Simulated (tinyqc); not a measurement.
# MOSFET with velocity saturation and source resistance, step by step

Computed by the program tinyqc: `OMP_NUM_THREADS=1 python tinyqc.py 2500051 2500052 out.jsonl`, one thread of a shared Intel Xeon 2.30GHz, about 0.01 s for the whole run. Printed values are rounded.

Strong inversion, charge Q = Cox (Vg - m V) at channel potential V with Vg the gate overdrive, and drift velocity v = mu E/(1 + mu E/vsat). Integrating along the channel gives I = mu Cox (1/L)(Vg Vd - m Vd^2/2)/(1 + Vd/Vc) per width, Vc = vsat L/mu, which peaks at Vdsat. Units: I in uA/um, Rs in ohm um, so the drop over Rs is 1e-6 I Rs volts.

Inputs (values chosen for the exercise):
```
symbol,value,unit,meaning
Cox,2.21,uF/cm^2,gate capacitance
mu0,560,cm^2/(V s),mobility at low gate voltage
th,0,1/V,mobility degradation
vsat,7.7e6,cm/s,saturation velocity
m,1.16,,body factor
VT,0.52,V,threshold
L,0.05,um,channel length
Rs,900,ohm um,source resistance
Vgs,2.5,V,gate voltage
```

Range of the model: At this length velocity overshoot and near-ballistic transport, left out here, matter.

## Saturation without source resistance

Vg = Vgs - VT (0 if negative), mu = mu0/(1 + th Vg), Vc = vsat L/mu, x = sqrt(1 + 2 Vg/(m Vc)), Vdsat = 2 Vg/(m (1 + x)), Isat = Cox vsat Vg (x - 1)/(x + 1) per width. Long-channel limit: mu Cox Vg^2/(2 m L); short-channel limit: Cox vsat Vg.

Vg = 1.98 V
mu = 560 cm^2/(V s)
Vc = 0.06875 V
Vdsat = 0.4205606 V
Isat = 2539.191 uA/um
long-channel limit = 41826.61 uA/um
short-channel limit = 3369.366 uA/um

Isat is 0.0607 of the long-channel and 0.754 of the short-channel limit.

## Iteration 1: saturation current with source resistance

I at the start = 0 uA/um

Vg = Vgs - I Rs - VT (0 if negative), mu = mu0/(1 + th Vg), Vc = vsat L/mu, x = sqrt(1 + 2 Vg/(m Vc)), Vdsat = 2 Vg/(m (1 + x)), Isat = Cox vsat Vg (x - 1)/(x + 1) per width. I(new) = Isat.

Vg = 1.98 V
mu = 560 cm^2/(V s)
Vc = 0.06875 V
Vdsat = 0.4205606 V
Isat = 2539.191 uA/um
I after iteration 1 = 2539.191 uA/um

## Iteration 2: saturation current with source resistance

As before.

Vg = 0 V
mu = 560 cm^2/(V s)
Vc = 0.06875 V
Vdsat = 0 V
Isat = 0 uA/um
I after iteration 2 = 0 uA/um

## Course of the iteration: saturation current with source resistance

Stop when I changes by less than 1e-6 uA/um, or after 25 iterations.

Course of the iteration:
```
iteration  I (uA/um)  |change| (uA/um)
1           2539.191              2540
2                  0              2540
3           2539.191              2540
4                  0              2540
5           2539.191              2540
6                  0              2540
7           2539.191              2540
8                  0              2540
9           2539.191              2540
...              ...               ...
17          2539.191              2540
18                 0              2540
19          2539.191              2540
20                 0              2540
21          2539.191              2540
22                 0              2540
23          2539.191              2540
24                 0              2540
25          2539.191              2540
```

Not converged within 25 iterations. The value swings between 0 and 2539 for good. At the solution, 1114 uA/um, gm Rs is 1.23 with gm the intrinsic transconductance: above one, so substitution overshoots. A rerun with the update damped to 0.5 converges in 11 iterations.
